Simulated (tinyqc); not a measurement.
## Schottky barrier on an n-type semiconductor with a doping step, non-linear Poisson equation by Newton steps: Capacitance-voltage profiling

One dimension, metal at x = 0, donor density C(x) = N1 for x < x1 and Nd beyond. Energies are counted from the electron Fermi level of the semiconductor and the conduction-band edge is Ec = -psi, so n = Nc exp(psi/Vt); holes follow the Fermi level of the metal, at -V, so p = Nv exp((V - psi - Eg)/Vt). Ends: psi(0) = V - phiB and psi = Vt ln(Nd/Nc) deep inside. Boltzmann statistics, full ionisation, no current, no image force in the Poisson equation.

The Poisson equation d/dx(eps0 eps_r dpsi/dx) = -q (p - n + C) is solved on a mesh of about 1000 nodes or more that ends in neutral material. C_s = q d/dV of the integral of n over x, from the linearised equation. Probed depth w = eps0 eps_r/C_s; apparent doping N_app = C_s^3/(q eps0 eps_r dC_s/dV), the derivative by central differences over +/- 0.02 V.

Inputs (values chosen for the exercise); band and dielectric values close to those of gallium arsenide:
- T = 450 K (temperature)
- Eg = 1.41 eV (band gap)
- eps_r = 12.7 (relative permittivity)
- Nc = 8.08e17 cm^-3 (conduction-band density of states at T)
- Nv = 1.64e19 cm^-3 (valence-band density of states at T)
- Nd = 5.8e16 cm^-3 (donor density deep in the semiconductor)
- phiB = 0.85 eV (barrier height)
- x1 = 160 nm (depth of the doping step)
- N1 = 2.9e17 cm^-3 (donor density above the step)

Constants: q = 1.602176634e-19 C, kB = 1.380649e-23 J/K, Vt = kB T/q, eps0 = 8.8541878128e-14 F/cm where lengths are in cm. Results are converted to the units shown.

The same in every row: true C(w) (cm^-3) = 2.90e17.

Capacitance-voltage profiling:
```
V (V)	C_s (nF/cm^2)	w (nm)	N_app (cm^-3)	|E_0| (kV/cm)
0	184	61.1	2.90e17	252
-0.22	162	69.3	2.90e17	286
-0.44	147	76.6	2.90e17	316
-0.67	135	83.5	2.90e17	345
-0.89	125	89.7	2.90e17	371
-1.11	118	95.4	2.90e17	394
-1.33	111	101	2.89e17	417
-1.56	106	106	2.89e17	439
-1.78	101	111	2.88e17	459
-2	97.0	116	2.87e17	479
```

C_s falls from 184 to 97.0 nF/cm^2 while the probed depth goes from 61.1 to 116 nm. The apparent doping falls from 2.90e17 to 2.87e17 cm^-3. It departs most from the true doping at that depth for V = -2 V, where it is 0.93 % below it; so the doping is read well over the depths probed. The step lies deeper than the range probed. In every row the doping at the probed depth exceeds a fifth of Nc, where Boltzmann statistics begin to fail.

Program tinyqc, `OMP_NUM_THREADS=1 python tinyqc.py 2020151 2020152 out.jsonl`; Intel Xeon 2.30GHz, shared host, one thread, about 0.1 s.
